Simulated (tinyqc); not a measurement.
Worked calculation: plane-wave Kohn-Sham cycle with exchange-only LDA in a layered model solid. Computed by tinyqc, a small Python program that keeps every step. Settings: points = 16, plane-wave index or count = 3, electrons = 2, k points = 2, area = 14.0, mixing = 0.8, iteration cap = 57. Command: `OMP_NUM_THREADS=1 python tinyqc.py 28921 28922 out.jsonl` (the two numbers bound the seeds that draw the settings). One thread of a shared host (Intel(R) Xeon(R) Processor @ 2.60GHz), about 0.02 s of CPU time with the checks.

A solid whose potential varies along x alone (atomic units):
```
parameter                      value
period a                   15.700000
cross-section of the cell  14.000000
electrons per cell                 2
grid points                       16
plane waves -n..n, n               3
k points                           2
V1 in V1 cos(2 pi x/a)     -0.410000
```

Stop when sqrt(dV sum R^2) is below 1e-8, dV = a A/N.

Course of the cycle:
```
iteration  E (hartree)  norm of the residual
1            -0.882368              1.92e-01
2            -1.509169              2.89e-01
3            -2.326445              2.81e-01
4            -1.316744              2.74e-01
5            -2.256493              2.76e-01
6            -1.332179              2.76e-01
7            -2.256025              2.76e-01
8            -1.332505              2.76e-01
9            -2.255906              2.76e-01
10           -1.332540              2.76e-01
11           -2.255902              2.76e-01
...                ...                   ...
47           -2.255901              2.76e-01
48           -1.332542              2.76e-01
49           -2.255901              2.76e-01
50           -1.332542              2.76e-01
51           -2.255901              2.76e-01
52           -1.332542              2.76e-01
53           -2.255901              2.76e-01
54           -1.332542              2.76e-01
55           -2.255901              2.76e-01
56           -1.332542              2.76e-01
57           -2.255901              2.76e-01
```

Can the last value be used, and what does the course show?

Not by the stop rule. Not converged within 57 iterations: the residual has stopped falling: the iteration swings between two states. Reruns (cap 100 unless said): mixing 0.1: not converged; mixing 0.5, Kerker q0 1.0: converged in 56 (E = -0.42261); mixing 0.3, Pulay depth 5: converged in 34 (E = -0.42261); the original settings with a cap of 400: not converged.
